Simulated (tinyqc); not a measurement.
Small-signal admittance of a forward-biased p+-n diode: two steps of the calculation.

Holes injected into a neutral base of width wb with an ohmic contact at its end; low injection, p0 far above the equilibrium density. A small voltage v exp(i w t), w = 2 pi f, modulates the edge density by p0 v/Vt, and the small-signal density obeys Dp d2p/dx2 = (1/tau + i w) p.

Inputs (values chosen for the exercise); permittivity close to that of gallium arsenide: temperature T = 350 K; relative permittivity eps_r = 12.9; donor density of the base Nd = 3.3e16 cm^-3; hole diffusion coefficient Dp = 8.7 cm^2/s; hole lifetime tau = 3e-7 s; width of the neutral base wb = 21 um; excess hole density at the junction edge p0 = 9.2e12 cm^-3; acceptor density of the p+ side Na = 5e19 cm^-3; signal frequency f = 26000 Hz.

Constants: q = 1.602176634e-19 C, kB = 1.380649e-23 J/K, Vt = kB T/q, eps0 = 8.8541878128e-14 F/cm where lengths are in cm. Results are converted to the units shown.

Task 1. Closed-form admittance. L = sqrt(Dp tau); direct current J = (q Dp p0/L) coth(wb/L); k = sqrt(1 + i w tau)/L; diffusion admittance Y = (q Dp p0/Vt) k coth(k wb) = G + i w C_diff; junction capacitance C_j = sqrt(q eps0 eps_r Nd/(2 Vr)) in the depletion approximation, with the remaining barrier Vr = Vt ln(Na/p0), a rough value under forward bias; base-width modulation is left out.

Give: L; J; k wb; Y; C_diff; C_j.

Result 1.

L = 16.16 um
J = 0.009212 A/cm^2
k wb = 1.300+0.032i
Y = 0.3054+0.0046i S/cm^2
C_diff = 0.02802 uF/cm^2
C_j = 0.08035 uF/cm^2

G is 1.00 times its low-frequency value J/Vt, and C_diff is 0.349 times C_j.

Task 2. The same by finite differences. 7 equal intervals, h = wb/7; u = small-signal density over its edge value, u_0 = 1, u_7 = 0; u_(i-1) + b u_i + u_(i+1) = 0 with b = -2 - h^2 (1/tau + i w)/Dp; Y = (q Dp p0/(Vt h)) (-b/2 - u_1), which includes the half box at the edge.

Give: b; u; Y on the mesh.

Result 2.

b = -2.0345-0.0017i
u, node 1 to 6: 0.80068-0.00245i  0.62897-0.00362i  0.47896-0.00386i  0.34547-0.00343i  0.22390-0.00253i  0.11005-0.00133i
Y on the mesh = 0.30693+0.00467i S/cm^2

tinyqc, about 0.01 s, one thread, Intel Xeon 2.30GHz (shared host): `OMP_NUM_THREADS=1 python tinyqc.py 2890183 2890184 out.jsonl`
